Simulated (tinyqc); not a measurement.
## Scale length and length offset from two DIBL values

Question. DIBL = exp(-Le/(2 l)) + 2 exp(-Le/l) with Le = L - dL. Find l, dL and the drawn length for a DIBL of 100 mV/V.

DIBL at drawn lengths 29 and 44 nm (mV/V): [90.655544, 20.305866]

Solution. With e = exp(-Le/(2 l)), 2 e^2 + e = DIBL gives e and so Le/l at each length; Le/l is a straight line in L with slope 1/l.

l = 5.40 nm
dL = 1.50 nm
length for 100 mV/V = 28.1 nm

Computed by the program tinyqc: `OMP_NUM_THREADS=1 python tinyqc.py 2002057 2002058 out.jsonl`, one thread of a shared Intel Xeon 2.30GHz, about 0.01 s for the whole run.
